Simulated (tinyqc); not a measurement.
# Planar ballistic transistor, top-of-the-barrier model: effect of the temperature

At the top of the source barrier, states moving towards the drain are filled by the source (Fermi level 0) and states moving back by the drain (Fermi level -q Vd); nothing scatters. U is the shift of the band edge there, set by the capacitances CG, CD and CS (the total) and by the charge. Parabolic two-dimensional band; the source is grounded.

N0 = gv m kB T/(pi hbar^2), CG = eps0 eox/tox, vT = sqrt(2 kB T/(pi m)), CS = CG/aG, n0 = n at U = 0 and Vd = 0. eta1 = -(E0 + U)/Vt, eta2 = eta1 - Vd/Vt, n = (N0/2)[F_0(eta1) + F_0(eta2)], F_0(x) = ln(1 + exp x). U = UL + q (n - n0)/CS with UL = -(aG Vg + aD Vd), energies in eV. I = q (N0/2) vT [F_(1/2)(eta1) - F_(1/2)(eta2)] per width, F_(1/2)(x) = (2/sqrt(pi)) int_0^infinity u^(1/2)/(1 + exp(u - x)) du. CQ = (q/Vt) dn/d(eta1). E0 is held fixed.

Values chosen for this exercise; mass and valleys close to those of indium arsenide:
```
symbol,value,unit,meaning
m,0.0289,m0,effective mass
gv,1,,valley degeneracy
eox,9,,relative permittivity of the gate insulator
tox,3.6,nm,insulator thickness
aG,0.82,,gate control CG/CS
aD,0.011,,drain control CD/CS
E0,0.36,eV,band edge at the barrier top above the source Fermi level at zero bias
Vg,0.6,V,gate voltage
Vd,0.6,V,drain voltage
```

Constants: q = 1.602176634e-19 C, kB = 1.380649e-23 J/K, hbar = 1.054571817e-34 J s, m0 = 9.1093837015e-31 kg, Vt = kB T/q, eps0 = 8.8541878128e-14 F/cm where lengths are in cm. Results are converted to the units shown.

Result of one run:
```
T (K),eta1,n (cm^-2),I (uA/um),mean velocity I/(q n) (cm/s),CQ/CS
360,3.280,6.210e11,522.1,5.247e7,0.3453
```

What becomes of these results when the temperature T is changed from 360 to 77 K, all else the same?

Result of the changed run:
```
T (K),eta1,n (cm^-2),I (uA/um),mean velocity I/(q n) (cm/s),CQ/CS
77,15.38,6.159e11,469.2,4.755e7,0.3583
```

The whole series:
```
T (K),eta1,n (cm^-2),I (uA/um),mean velocity I/(q n) (cm/s),CQ/CS
50,23.68,6.159e11,467.8,4.740e7,0.3583
77,15.38,6.159e11,469.2,4.755e7,0.3583
120,9.868,6.160e11,472.8,4.790e7,0.3582
180,6.578,6.160e11,480.4,4.867e7,0.3578
240,4.932,6.166e11,491.3,4.973e7,0.3557
300,3.942,6.182e11,505.3,5.102e7,0.3514
360,3.280,6.210e11,522.1,5.247e7,0.3453
420,2.804,6.254e11,541.5,5.404e7,0.3378
```

As T goes from 50 to 420 K, n rises from 6.16e11 to 6.25e11 cm^-2, the mean velocity rises from 4.74e7 to 5.40e7 cm/s and the current rises from 468 to 541 uA/um. CQ/CS goes from 0.36 to 0.34.

Numbers from tinyqc (`OMP_NUM_THREADS=1 python tinyqc.py 2400117 2400118 out.jsonl`; about 0.01 s on one thread of a shared Intel Xeon 2.30GHz).
